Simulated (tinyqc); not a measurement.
# Hole mobility in a silicon inversion layer, empirical terms and Matthiessen rule, step by step

tinyqc, about 0.01 s, one thread, Intel Xeon 2.30GHz (shared host): `OMP_NUM_THREADS=1 python tinyqc.py 2510044 2510045 out.jsonl` Printed values are rounded.

Inversion layer of sheet density Ns on a uniformly doped body, under a high-permittivity gate with an interlayer. The mobility terms are empirical power laws with prefactors chosen for the exercise; adding their inverses (Matthiessen) is itself an approximation.

Values chosen for this exercise; material values close to those of silicon: temperature T = 300 K; band gap Eg = 1.13 eV; relative permittivity of the semiconductor eps_r = 11.7; conduction-band density of states at T Nc = 2.78e19 cm^-3; valence-band density of states at T Nv = 2.66e19 cm^-3; body doping Nb = 9.4e16 cm^-3; reverse body bias Vsb = 0.6 V; weight of the inversion charge in the effective field eta = 0.3333; gate capacitance Cox = 2.09 uF/cm^2; phonon-limited mobility at 1 MV/cm and 300 K Ap = 123 cm^2/(V s); roughness-limited mobility at 1 MV/cm As = 287 cm^2/(V s); exponent of the roughness term gs = 1; Coulomb prefactor Ac = 830 cm^2/(V s); charge at the interface Nit = 2.2e11 cm^-2; remote-phonon mobility without interlayer Ar = 340 cm^2/(V s); interlayer thickness ti = 0.8 nm; decay length of remote phonons lr = 0.7 nm; inversion density Ns = 7.1e11 cm^-2; ratio W/L WL = 10; drain voltage Vd = 0.01 V; measured linear current I = 0.987 uA.

Constants: q = 1.602176634e-19 C, kB = 1.380649e-23 J/K, Vt = kB T/q, eps0 = 8.8541878128e-14 F/cm where lengths are in cm. Results are converted to the units shown.

## Depletion charge and effective field

ni = sqrt(Nc Nv) exp(-Eg/(2 Vt)), Eg in volts; Ndep = sqrt(2 eps0 eps_r Nb (2 Vt ln(Nb/ni) + Vsb)/q); E = q (Ndep + eta Ns)/(eps0 eps_r), in MV/cm.

ni = 8.76760e9 cm^-3
Ndep = 1.32165e12 cm^-2
E = 0.241004 MV/cm

The depletion charge gives 84.8 % of the field.

## Mobility terms and their sum

With t = T/(300 K): muC = Ac (Ns/1e12 cm^-2) t/(Nb/1e17 cm^-3 + Nit/1e11 cm^-2), muP = Ap E^(-1/3) t^(-1.75), muS = As E^(-gs), muR = Ar exp(2 ti/lr)/t; 1/mu is the sum of the inverses.

terms (cm^2/(V s)): Coulomb 187.675, phonon 197.650, roughness 1190.85, remote phonon 3343.12
mu = 86.7554 cm^2/(V s)
shares of 1/mu (%): Coulomb 46.2264, phonon 43.8934, roughness 7.28515, remote phonon 2.59504

The Coulomb term limits most.

## Iteration 1: inversion density for the measured current

Ns at the start = 5e11 cm^-2

I = (W/L) q Ns mu Vd. E = q (Ndep + eta Ns)/(eps0 eps_r) in MV/cm. With t = T/(300 K): muC = Ac (Ns/1e12 cm^-2) t/(Nb/1e17 cm^-3 + Nit/1e11 cm^-2), muP = Ap E^(-1/3) t^(-1.75), muS = As E^(-gs), muR = Ar exp(2 ti/lr)/t; 1/mu is the sum of the inverses. Ns(new) = I/((W/L) q mu Vd).

E = 0.230179 MV/cm
mu = 73.2604 cm^2/(V s)
Ns after iteration 1 = 8.40886e11 cm^-2

## Iteration 2: inversion density for the measured current

As before.

E = 0.247751 MV/cm
mu = 92.8715 cm^2/(V s)
Ns after iteration 2 = 6.63322e11 cm^-2

## Course of the iteration: inversion density for the measured current

Stop when Ns changes by less than 1e5 cm^-2, or after 120 iterations.

Course of the iteration:

| iteration | Ns (cm^-2) | \|change\| (cm^-2) |
|---|---|---|
| 1 | 8.40886e11 | 3.41e11 |
| 2 | 6.63322e11 | 1.78e11 |
| 3 | 7.31626e11 | 6.83e10 |
| 4 | 7.01101e11 | 3.05e10 |
| 5 | 7.13955e11 | 1.29e10 |
| 6 | 7.08398e11 | 5.56e9 |
| 7 | 7.10774e11 | 2.38e9 |
| 8 | 7.09753e11 | 1.02e9 |
| 9 | 7.10191e11 | 4.37e8 |
| 10 | 7.10003e11 | 1.88e8 |
| 11 | 7.10083e11 | 8.05e7 |
| 12 | 7.10049e11 | 3.45e7 |
| 13 | 7.10064e11 | 1.48e7 |
| 14 | 7.10057e11 | 6.35e6 |
| 15 | 7.10060e11 | 2.73e6 |
| 16 | 7.10059e11 | 1.17e6 |
| 17 | 7.10059e11 | 5.02e5 |
| 18 | 7.10059e11 | 2.15e5 |
| 19 | 7.10059e11 | 9.23e4 |

Converged in 19 iterations. At the end each change is about 0.43 times the one before, with alternating sign: linear convergence.

## Split C-V extraction

| point | Vg (V) | Cgc (uF/cm^2) | I (uA) |
|---|---|---|---|
| 0 | 0 | 0.00142814 | 4.28363e-7 |
| 1 | 0.05 | 0.00578806 | 7.04037e-6 |
| 2 | 0.1 | 0.0233096 | 1.14461e-4 |
| 3 | 0.15 | 0.0915426 | 0.00178287 |
| 4 | 0.2 | 0.327828 | 0.0237823 |
| 5 | 0.25 | 0.899493 | 0.205748 |
| 6 | 0.3 | 1.57631 | 0.874830 |
| 7 | 0.35 | 1.93475 | 2.02163 |
| 8 | 0.4 | 2.04951 | 3.32691 |
| 9 | 0.45 | 2.07988 | 4.61465 |
| 10 | 0.5 | 2.08750 | 5.83600 |
| 11 | 0.55 | 2.08938 | 6.98442 |
| 12 | 0.6 | 2.08985 | 8.06428 |

Q(Vg) is the trapezoid sum of Cgc from the first point (where Q is taken as 0); mu_eff = I/((W/L) Q Vd); mu_FE = (dI/dVg)/((W/L) Cox Vd) with a backward difference. Listed from point 4 on.

| point | Q (uC/cm^2) | mu_eff (cm^2/(V s)) | mu_FE (cm^2/(V s)) |
|---|---|---|---|
| 4 | 0.0142634 | 16.6736 | 2.10521 |
| 5 | 0.0449464 | 45.7763 | 17.4130 |
| 6 | 0.106841 | 81.8811 | 64.0269 |
| 7 | 0.194618 | 103.877 | 109.741 |
| 8 | 0.294224 | 113.074 | 124.907 |
| 9 | 0.397459 | 116.104 | 123.229 |
| 10 | 0.501644 | 116.338 | 116.875 |
| 11 | 0.606066 | 115.242 | 109.897 |
| 12 | 0.710547 | 113.494 | 103.336 |

At the last point mu_FE is 9.0 % below mu_eff: where the mobility falls with gate voltage the slope of I understates it.
